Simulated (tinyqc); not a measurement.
From results back to parameters: linear model of a band gap against the share of exact exchange. Two cases, with inputs chosen for the exercise.

Problem. Gap and optical dielectric constant were computed at two shares alpha. They follow E = E0 + S alpha and eps = 1 + (e0 - 1)(EP/(EP + S alpha))^2.

Find: S; E0; EP; e0.

Method. The two gaps give S and E0. With q = sqrt((eps1 - 1)/(eps2 - 1)) = (EP + S alpha2)/(EP + S alpha1), EP = S (alpha2 - q alpha1)/(q - 1); e0 follows from either eps.

Case 1.

Values chosen (out of a larger set: of the order of those of Si; not measured data): al12 = (0.1, 0.2) (two shares of exact exchange).

gaps (eV): 1.11900  1.63800

eps: 11.866891  10.813106

Solution.

S = 5.19 eV
E0 = 0.60 eV
EP = 9.4 eV
e0 = 13.10

Case 2.

Values chosen (out of a larger set: of the order of those of diamond; not measured data): al12 = (0.1, 0.35) (two shares of exact exchange).

gaps (eV): 4.82400  6.55900

eps: 5.844866  5.284908

Solution.

S = 6.94 eV
E0 = 4.13 eV
EP = 26.7 eV
e0 = 6.10

Computed by tinyqc, one run a case: `OMP_NUM_THREADS=1 python tinyqc.py N N+1 out.jsonl` with N = 1850295, 1850315; one thread of a shared Intel(R) Xeon(R) Processor @ 2.30GHz, about 0.01 s a run at most.
